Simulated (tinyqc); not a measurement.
Inside a calculation. Method: plane-wave Kohn-Sham cycle with exchange-only LDA in a layered model solid. One step of it, computed by the program tinyqc.

Task: Iteration 1: levels at that k. Diagonalise the Hermitian matrix.

H (hartree):
```
           -3         -2         -1         +0         +1         +2         +3
-3   1.182468  -0.060000   0.000000   0.000000   0.000000   0.000000   0.000000
-2  -0.060000   0.407581  -0.060000   0.000000   0.000000   0.000000   0.000000
-1   0.000000  -0.060000  -0.041037  -0.060000   0.000000   0.000000   0.000000
+0   0.000000   0.000000  -0.060000  -0.163387  -0.060000   0.000000   0.000000
+1   0.000000   0.000000   0.000000  -0.060000   0.040530  -0.060000   0.000000
+2   0.000000   0.000000   0.000000   0.000000  -0.060000   0.570715  -0.060000
+3   0.000000   0.000000   0.000000   0.000000   0.000000  -0.060000   1.427169
```

Give: eigenvalues.

Result:

eigenvalues (hartree): -0.2018  -0.0302  0.0533  0.4110  0.5733  1.1871  1.4314
